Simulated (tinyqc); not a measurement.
On-chip power grid, static voltage drop by conjugate gradients: two steps of the calculation.

A grid of 4 rows and 3 columns, node k = 3 row + column. Neighbours in a row are joined by Rx, in a column by Ry; pad nodes, which reach the supply through Rp: 0, 9. Each node draws I0, node 0 draws kh I0. The drops u = Vdd - V solve G u = i, with G the conductance matrix (1/Rp added on the diagonal at pad nodes).

Inputs (values chosen for the exercise): supply voltage Vdd = 0.65 V; resistance of a horizontal segment Rx = 0.27 ohm; resistance of a vertical segment Ry = 1.9 ohm; resistance from a pad node to the supply Rp = 0.39 ohm; load current of an ordinary node I0 = 2.1 mA; factor on the load at the hot node kh = 3.

Question 1. Conjugate-gradient step. q = G p; a = (r.r)/(p.q); u(new) = u + a p; r(new) = r - a q; b = (r.r)(new)/(r.r); p(new) = r(new) + b p.

u after iteration 1 (mV):

|  | col 0 | col 1 | col 2 |
|---|---|---|---|
| row 0 | 2.9604495 | 0.9868165 | 0.9868165 |
| row 1 | 0.9868165 | 0.9868165 | 0.9868165 |
| row 2 | 0.9868165 | 0.9868165 | 0.9868165 |
| row 3 | 0.9868165 | 0.9868165 | 0.9868165 |

r after iteration 1 (mA):

|  | col 0 | col 1 | col 2 |
|---|---|---|---|
| row 0 | -9.6394025 | 9.4097520 | 2.1000000 |
| row 1 | 3.1387542 | 2.1000000 | 2.1000000 |
| row 2 | 2.1000000 | 2.1000000 | 2.1000000 |
| row 3 | -0.4302988 | 2.1000000 | 2.1000000 |

p after iteration 1 (mA):

|  | col 0 | col 1 | col 2 |
|---|---|---|---|
| row 0 | 6.559058 | 14.809239 | 7.499487 |
| row 1 | 8.538241 | 7.499487 | 7.499487 |
| row 2 | 7.499487 | 7.499487 | 7.499487 |
| row 3 | 4.969188 | 7.499487 | 7.499487 |

Wanted: q; a; u after iteration 2; r after iteration 2; b; p after iteration 2.

Answer 1.

q (mA S):

|  | col 0 | col 1 | col 2 |
|---|---|---|---|
| row 0 | -14.780 | 61.477 | -27.073 |
| row 1 | 5.436 | -7.694 | 0.000 |
| row 2 | 0.785 | 0.000 | 0.000 |
| row 3 | 2.038 | 9.371 | 0.000 |

a = 0.33085 ohm

u after iteration 2 (mV):

|  | col 0 | col 1 | col 2 |
|---|---|---|---|
| row 0 | 5.1305 | 5.8864 | 3.4680 |
| row 1 | 3.8117 | 3.4680 | 3.4680 |
| row 2 | 3.4680 | 3.4680 | 3.4680 |
| row 3 | 2.6309 | 3.4680 | 3.4680 |

r after iteration 2 (mA):

|  | col 0 | col 1 | col 2 |
|---|---|---|---|
| row 0 | -4.750 | -10.930 | 11.057 |
| row 1 | 1.340 | 4.646 | 2.100 |
| row 2 | 1.840 | 2.100 | 2.100 |
| row 3 | -1.105 | -1.001 | 2.100 |

b = 1.3709

p after iteration 2 (mA):

|  | col 0 | col 1 | col 2 |
|---|---|---|---|
| row 0 | 4.243 | 9.373 | 21.338 |
| row 1 | 13.046 | 14.927 | 12.381 |
| row 2 | 12.122 | 12.381 | 12.381 |
| row 3 | 5.708 | 9.281 | 12.381 |

Question 2. Worst drop, pad currents and power lost. Pad current u/Rp; worst drop as a share of Vdd; power lost in the grid and pads sum_k i_k u_k; power delivered sum_k i_k (Vdd - u_k).

converged u (mV):

|  | col 0 | col 1 | col 2 |
|---|---|---|---|
| row 0 | 6.335309 | 8.300133 | 9.227858 |
| row 1 | 11.403095 | 11.608237 | 11.766295 |
| row 2 | 11.037292 | 11.257668 | 11.426993 |
| row 3 | 5.130691 | 7.276349 | 8.289240 |

Find: worst drop; share of Vdd; pad currents; power lost; power delivered.

Answer 2.

worst drop = 11.766 mV
share of Vdd = 1.8102 %
pad currents (mA): node 0 16.244, node 9 13.156
power lost = 0.26403 mW
power delivered = 18.846 mW

The pad currents add up to the total load, 29.40 mA. The worst drop is at node 5, not at the hot node.

Program tinyqc, `OMP_NUM_THREADS=1 python tinyqc.py 2770207 2770208 out.jsonl`; Intel Xeon 2.30GHz, shared host, one thread, about 0.1 s.
